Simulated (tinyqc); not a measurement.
Double-gate transistor, scale length and short-channel effects: two steps of the calculation.

A body of thickness ts between two insulators of thickness ti and two tied gates. Below threshold the potential that source and drain add obeys Laplace's equation and vanishes on the gate. Its lowest mode decays along the channel as exp(-k y); k is the smallest positive root of the matching condition at the interface, and the scale length is Lambda = pi/k.

Values chosen for this exercise; permittivities: semiconductor close to that of silicon, insulator close to that of silicon nitride:
- eps_r = 11.7 (relative permittivity of the semiconductor)
- ei = 7.14 (relative permittivity of the insulator)
- ti = 3.4 nm (insulator thickness)
- ts = 11.1 nm (body thickness)

Question 1. Decay constant by Newton steps. f(k) = ei cos(k ti) cos(k ts/2) - eps_r sin(k ti) sin(k ts/2); f' by a central difference with +/- 1e-5 1/nm; k(new) = k - f/f'.

k after iteration 1 = 0.15136070 1/nm

Wanted: f; f'; k after iteration 2.

Answer 1.

f = -0.14031
f' = -80.781 nm
k after iteration 2 = 0.14962 1/nm

Question 2. Scale length against simple estimates. Lambda = pi/k and l = 1/k. A parabolic potential across the structure gives l(parabolic) = sqrt((eps_r/(2 ei)) ts ti (1 + ei ts/(4 eps_r ti))).

k = 0.14962082 1/nm

Find: Lambda; l; l(parabolic).

Answer 2.

Lambda = 21.00 nm
l = 6.684 nm
l(parabolic) = 6.806 nm

Computed by the program tinyqc: `OMP_NUM_THREADS=1 python tinyqc.py 2420067 2420068 out.jsonl`, one thread of a shared Intel Xeon 2.30GHz, about 0.01 s for the whole run.
